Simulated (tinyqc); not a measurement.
Comparisons within one model: configuration-coordinate model of carrier capture at a defect. A value that a table varies takes the place of the one given here.

Two parabolas of equal curvature k in one coordinate Q: with the carrier free at the band edge, U_f = k Q^2/2; with the carrier trapped, U_t = k (Q - dQ)^2/2 - ET. ER = k dQ^2/2, Huang-Rhys factor S = ER/hw, hw = 0.0646541 sqrt(k/M) eV for k in eV/angstrom^2 and M in u. The curves cross at a height Eb = (ER - ET)^2/(4 ER) above the free minimum.

Multiphonon factor for giving p = ET/hw phonons to the lattice: W = exp(-S (2 nb + 1)) ((nb + 1)/nb)^(p/2) I_p(x), nb = 1/(exp(hw/kT) - 1), x = 2 S sqrt(nb (nb + 1)), I_p the modified Bessel function. Classical limit: W = hw exp(-Eb/kT)/sqrt(4 pi ER kT). At T = 0: exp(-S) S^p/Gamma(p + 1).

Constants: kB = 8.617333262e-05 eV/K.

Inputs chosen for the exercise (of the size met at a vacancy centre in SiC; shifted at random, so the results belong to these values and not to a real crystal):

| symbol | value | unit | meaning |
|---|---|---|---|
| ET | 0.92 | eV | thermal depth of the level below the band edge |
| ER | 0.21 | eV | relaxation energy |
| hw | 0.062 | eV | phonon energy of the mode |
| T | 300 | K | temperature |

## Capture against temperature

The local activation energy is -d ln W/d(1/kT), by central differences with T changed by 1 %.

Against T:

| T (K) | kT/hw | log10 W | log10 W, classical | activation energy (eV) |
|---|---|---|---|---|
| 40 | 0.056 | -5.534 | -75.799 | 0.0000 |
| 60 | 0.083 | -5.534 | -50.683 | 0.0000 |
| 80 | 0.111 | -5.533 | -38.143 | 0.0001 |
| 120 | 0.167 | -5.524 | -25.629 | 0.0014 |
| 160 | 0.222 | -5.491 | -19.391 | 0.0061 |
| 220 | 0.306 | -5.388 | -14.305 | 0.0211 |
| 300 | 0.417 | -5.180 | -10.706 | 0.0517 |
| 400 | 0.556 | -4.877 | -8.248 | 0.0974 |
| 550 | 0.764 | -4.435 | -6.255 | 0.1664 |

log10 W at T = 0 = -5.534
Eb = 0.6001 eV

What does this show?

At 40 K log10 W is -5.53, against -5.53 at T = 0 and -75.8 classically; at 550 K the two forms differ by +1.82. The activation energy read from an Arrhenius plot goes from 0.000 eV at 40 K to 0.166 at 550 K, with its largest value 0.166 at 550 K, against Eb = 0.600 eV; the classical form itself gives Eb - kT/2. A measured slope therefore understates the barrier.

## Capture against depth of the level

ET is varied at fixed ER, hw and T, as by moving the band edge with alloying or pressure.

Against ET:

| ET/ER | ET (eV) | Eb (eV) | log10 W | log10 W, classical |
|---|---|---|---|---|
| 0.10 | 0.021 | 0.0425 | -1.174 | -1.339 |
| 0.25 | 0.052 | 0.0295 | -0.989 | -1.121 |
| 0.50 | 0.105 | 0.0131 | -0.792 | -0.845 |
| 0.75 | 0.158 | 0.0033 | -0.706 | -0.680 |
| 1.00 | 0.210 | 0.0000 | -0.707 | -0.625 |
| 1.25 | 0.263 | 0.0033 | -0.780 | -0.680 |
| 1.50 | 0.315 | 0.0131 | -0.913 | -0.845 |
| 2.00 | 0.420 | 0.0525 | -1.332 | -1.507 |
| 3.00 | 0.630 | 0.2100 | -2.637 | -4.152 |

What can be read from the table?

Capture is fastest at ET/ER = 0.75 among these rows, where the barrier vanishes or nearly so. The classical form is symmetric about ET = ER; the quantum one gives -0.79 at 0.5 and -0.91 at 1.5, against -0.85 for both. At ET = 3 ER it lies 1.5 decades above the classical value: deep levels capture by emitting many phonons, and the rate falls with depth by 6.2 decades per eV between the last two rows. Rows deeper than the gap of the host are formal.

## Phonon side bands at T = 0

Weights exp(-S) S^j/j! of the line with j phonons, S = ER/hw; absorption at ET + j hw, emission at ET - j hw (a dash if negative).

Lines:

| j | weight | absorption (eV) | emission (eV) |
|---|---|---|---|
| 0 | 0.03381 | 0.920 | 0.920 |
| 1 | 0.11451 | 0.982 | 0.858 |
| 2 | 0.19392 | 1.044 | 0.796 |
| 3 | 0.21894 | 1.106 | 0.734 |
| 4 | 0.18540 | 1.168 | 0.672 |
| 5 | 0.12559 | 1.230 | 0.610 |
| 6 | 0.07090 | 1.292 | 0.548 |
| 7 | 0.03431 | 1.354 | 0.486 |
| 8 | 0.01452 | 1.416 | 0.424 |
| 9 | 0.00547 | 1.478 | 0.362 |
| 10 | 0.00185 | 1.540 | 0.300 |
| 11 | 0.00057 | 1.602 | 0.238 |
| 12 | 0.00016 | 1.664 | 0.176 |
| 13 | 0.00004 | 1.726 | 0.114 |

What can be read from the table?

The zero-phonon line holds 3.38 % of the band and the largest weight falls on j = 3, next to S = 3.39; the lines listed add to 1.0000.

## What each parameter does

Eb, log10 W and the full width 2.35482 sqrt(ER hw coth(hw/2kT)). Each row changes one parameter from the base and keeps the others.

Results:

| case | Eb (eV) | log10 W | full width (eV) |
|---|---|---|---|
| base | 0.6001 | -5.180 | 0.2943 |
| ET = 0.96 eV | 0.6696 | -5.583 | 0.2943 |
| ER = 0.26 eV | 0.4188 | -4.205 | 0.3275 |
| hw = 0.0744 eV | 0.6001 | -4.556 | 0.3114 |
| T = 330 K | 0.6001 | -5.091 | 0.3010 |

What can be read from the table?

The largest shifts from the base row, up to three for each result and ties (the steps differ in size, so this ranks the rows, not the parameters). Eb (eV): ER -0.1813, ET +0.0695; unchanged at the printed digits by hw and T. log10 W: ER +0.974, hw +0.624, ET -0.404. full width (eV): ER +0.0332, hw +0.0171, T +0.0067; unchanged at the printed digits by ET.

Program tinyqc; command `OMP_NUM_THREADS=1 python tinyqc.py 1482598 1482599 out.jsonl`; about 0.01 s on one thread of a shared Intel(R) Xeon(R) Processor @ 2.30GHz.
